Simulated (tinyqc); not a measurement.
Inside a calculation. Method: sp3 tight binding, zinc-blende lattice. Computed by tinyqc, a small Python program that keeps every step. Command: `OMP_NUM_THREADS=1 python tinyqc.py 30078 30079 out.jsonl` (the two numbers bound the seeds that draw the settings). One thread of a shared host (Intel(R) Xeon(R) Processor @ 2.60GHz), about 0.01 s of CPU time with the checks.

## Bloch Hamiltonian at k

Parameters chosen for this model: zinc-blende lattice, anion at 0, cation at a/4 (1,1,1); V = eta hbar^2 / (m d^2), hbar^2/m = 7.619964 eV angstrom^2:
```
parameter          value      unit
a               5.780000  angstrom
d               2.502813  angstrom
Es anion      -11.560000        eV
Ep anion       -7.400000        eV
Es cation     -11.560000        eV
Ep cation      -7.400000        eV
eta ss         -1.320000
eta sp          1.420000
eta pp sigma    2.220000
eta pp pi      -0.630000
V ss           -1.605720        eV
V sp            1.727366        eV
V pp sigma      2.700530        eV
V pp pi        -0.766367        eV
```

k point k (2 pi / a): 0.51000  -0.33000  -0.13000

Slater-Koster rules over the four bonds with direction cosines (l, m, n): ss V_ss; s-px l V_sp; px-s -l V_sp; px-px l^2 V_pps + (1 - l^2) V_ppp; px-py l m (V_pps - V_ppp); each times exp(i k.d).

H(k) at k (eV), lower triangle (Hermitian):
```
                    a s              a px               a py               a pz
a s           -11.56000
a px            0.00000          -7.40000
a py            0.00000           0.00000           -7.40000
a pz            0.00000           0.00000            0.00000           -7.40000
c s   -3.80191-0.46342i  0.27892+2.43670i  -0.50462-1.34688i  -1.38987-0.48901i
c px  -0.27892-2.43670i  0.92168+0.11235i   1.61053+0.56664i   0.58473+1.56071i
c py   0.50462+1.34688i  1.61053+0.56664i   0.92168+0.11235i  -0.32321-2.82356i
c pz   1.38987+0.48901i  0.58473+1.56071i  -0.32321-2.82356i   0.92168+0.11235i

            c s      c px      c py      c pz
c s   -11.56000
c px    0.00000  -7.40000
c py    0.00000   0.00000  -7.40000
c pz    0.00000   0.00000   0.00000  -7.40000
```

## Levels at k

Diagonalise the Hermitian matrix.

eigenvalues (eV): -16.37221  -12.20076  -11.05747  -10.33051  -5.58194  -4.83520  -4.07145  -3.07047

weights |c|^2 of the basis functions:
```
       band 1   band 2   band 3   band 4   band 5   band 6   band 7   band 8
a s   0.45359  0.14668  0.02605  0.01767  0.29299  0.01990  0.00949  0.03363
a px  0.03130  0.09249  0.06335  0.23488  0.07123  0.38416  0.00079  0.12181
a py  0.01175  0.11437  0.12933  0.23331  0.00908  0.05157  0.28811  0.16249
a pz  0.00336  0.14646  0.28128  0.01414  0.12671  0.04437  0.20160  0.18208
c s   0.45359  0.14668  0.02605  0.01767  0.29299  0.01990  0.00949  0.03363
c px  0.03130  0.09249  0.06335  0.23488  0.07123  0.38416  0.00079  0.12181
c py  0.01175  0.11437  0.12933  0.23331  0.00908  0.05157  0.28811  0.16249
c pz  0.00336  0.14646  0.28128  0.01414  0.12671  0.04437  0.20160  0.18208
```

## Bloch Hamiltonian at G

k point G (2 pi / a): 0  0  0

As before.

H(k) at G (eV), lower triangle:
```
            a s      a px      a py      a pz        c s      c px      c py      c pz
a s   -11.56000
a px    0.00000  -7.40000
a py    0.00000   0.00000  -7.40000
a pz    0.00000   0.00000   0.00000  -7.40000
c s    -6.42288   0.00000   0.00000   0.00000  -11.56000
c px    0.00000   1.55706   0.00000   0.00000    0.00000  -7.40000
c py    0.00000   0.00000   1.55706   0.00000    0.00000   0.00000  -7.40000
c pz    0.00000   0.00000   0.00000   1.55706    0.00000   0.00000   0.00000  -7.40000
```

## Levels at G

As before.

eigenvalues (eV): -17.98288  -8.95706  -8.95706  -8.95706  -5.84294  -5.84294  -5.84294  -5.13712

## Bands along a path

The same steps at evenly spaced points between the labelled ones.

Bands along the path (eV):
```
k            band 1     band 2     band 3     band 4    band 5    band 6    band 7    band 8
L         -15.75020  -13.54208  -10.48980  -10.48980  -6.05047  -4.31020  -4.31020  -2.57724
L-G 0.25  -16.31276  -12.78497  -10.31612  -10.31612  -5.94121  -4.48388  -4.48388  -2.88106
L-G 0.50  -17.16013  -11.34454   -9.84656   -9.84656  -5.69058  -4.95344  -4.95344  -3.72475
L-G 0.75  -17.76655   -9.81559   -9.26212   -9.26212  -5.53788  -5.53788  -5.52833  -4.80954
G         -17.98288   -8.95706   -8.95706   -8.95706  -5.84294  -5.84294  -5.84294  -5.13712
G-X 0.25  -17.69263   -9.68005   -9.68005   -9.44826  -5.76280  -5.11995  -5.11995  -5.01631
G-X 0.50  -16.85540  -10.84907  -10.84907  -10.67624  -5.54525  -4.84311  -3.95093  -3.95093
G-X 0.75  -15.56785  -12.27576  -11.71203  -11.71203  -5.25422  -4.82217  -3.08797  -3.08797
X         -13.97888  -13.97888  -12.02253  -12.02253  -4.98112  -4.98112  -2.77747  -2.77747
X-W 0.25  -13.97888  -13.97888  -12.02253  -12.02253  -4.98112  -4.98112  -2.77747  -2.77747
X-W 0.50  -13.97888  -13.97888  -12.02253  -12.02253  -4.98112  -4.98112  -2.77747  -2.77747
X-W 0.75  -13.97888  -13.97888  -12.02253  -12.02253  -4.98112  -4.98112  -2.77747  -2.77747
W         -13.97888  -13.97888  -12.02253  -12.02253  -4.98112  -4.98112  -2.77747  -2.77747
```

With 4 band(s) filled, the highest filled level on these points lies at G and the lowest empty one at L: a gap of 2.9066 eV, indirect.
